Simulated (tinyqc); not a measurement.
Inside a calculation. Model: MOSFET in the linear regime without short-channel effects, parameter extraction from computed curves.

Numbers from tinyqc (`OMP_NUM_THREADS=1 python tinyqc.py 2210033 2210034 out.jsonl`; about 0.01 s on one thread of a shared Intel Xeon 2.30GHz). Printed values are rounded.

Inversion charge Q = Cox n Vt W0(exp((Vg - VT)/(n Vt))), W0 the Lambert function and n = nf; u = Q/Cox; mobility mu = mu0/(1 + th1 u + th2 u^2); channel resistance Rch = (L - dL)/(W mu Q); Id = Vd/(Rch + Rsd/W). Cox = eps0 eox/tox. Small Vd, no channel-length or drain effects.

Values chosen for this exercise; channel values of the order met in silicon transistors:

| symbol | value | unit | meaning |
|---|---|---|---|
| T | 300 | K | temperature |
| eox | 21.6 |  | relative permittivity of the gate insulator (close to hafnium oxide) |
| tox | 4.2 | nm | insulator thickness |
| mu0 | 300 | cm^2/(V s) | low-field mobility |
| th1 | 0.26 | 1/V | first mobility attenuation factor |
| th2 | 0 | 1/V^2 | second mobility attenuation factor |
| VT | 0.68 | V | threshold voltage |
| nf | 1.32 |  | body factor |
| W | 0.5 | um | gate width |
| L | 0.36 | um | drawn gate length |
| dL | 0.017 | um | drawn less effective length |
| Rsd | 500 | ohm um | source plus drain resistance |
| Vd | 0.01 | V | drain voltage |

Constants: q = 1.602176634e-19 C, kB = 1.380649e-23 J/K, Vt = kB T/q, eps0 = 8.8541878128e-14 F/cm where lengths are in cm. Results are converted to the units shown.

## Transfer curve

Vg, point 0 to 8 (V): 0.52  0.6  0.68  0.76  0.84  0.92  1  1.08  1.16

u, mu, Rch and Id as defined.

```
point       u (V)  mu (cm^2/(V s))  Rch (ohm)     Id (uA)
0      3.11054e-4          299.976  1.61454e6  0.00618987
1      0.00299765          299.766  1.67651e5   0.0592939
2       0.0193536          298.498    26077.7    0.369308
3       0.0604741          295.356    8434.43     1.05995
4        0.117738          291.089    4395.68     1.85333
5        0.182738          286.393    2878.59     2.57825
6        0.251798          281.567    2124.89     3.20011
7        0.323272          276.740    1683.96     3.72584
8        0.396320          271.975    1397.64     4.17076
```

## Threshold and mobility at the peak transconductance

gm_i = (Id_(i+1) - Id_(i-1))/(Vg_(i+1) - Vg_(i-1)); at the point j of largest gm the tangent meets the axis at V_ext = Vg_j - Id_j/gm_j; field-effect mobility gm_j L/(W Cox Vd) with the drawn L.

gm, point 1 to 7 (uS): 2.26949  6.25408  9.27516  9.48942  8.41735  7.17240  6.06657
j = 4
V_ext = 0.644695 V
field-effect mobility = 150.044 cm^2/(V s)

V_ext is 35 mV below the model VT, and the mobility so found is 52 % below mu0 L/(L - dL) = 315 cm^2/(V s), the value for the drawn L; attenuation, series resistance and the slow approach of Q to a straight line all lower the peak gm.

## The Y function

Y_i = Id_i/sqrt(gm_i). For Id = beta Vd x/(1 + th x), x = Vg - VT, Y = sqrt(beta Vd) x whatever th. Slope s from points 4 and 7; VT_Y = Vg - Y/s at point 7; beta = s^2/Vd; mobility beta L/(W Cox) with the drawn L; th* = (beta Vd x/Id - 1)/x at point 7.

Y, point 1 to 7 (uA^0.5 V^0.5): 0.0393592  0.147675  0.348035  0.601636  0.888665  1.19490  1.51270
s = 3.79609 uA^0.5 V^-0.5
VT_Y = 0.681512 V
beta = 1441.03 uA/V^2
mobility from Y = 227.852 cm^2/(V s)
th* = 1.35819 1/V

The mobility from Y is 28 % below mu0 L/(L - dL) = 315 cm^2/(V s), which it should reach in deep inversion when th2 = 0. th* compares with th1 + mu0 Cox Rsd/(L - dL) = 2.25 1/V, since series resistance enters like th1. The match is poor here: at these overdrives Q is not yet a straight line in Vg.
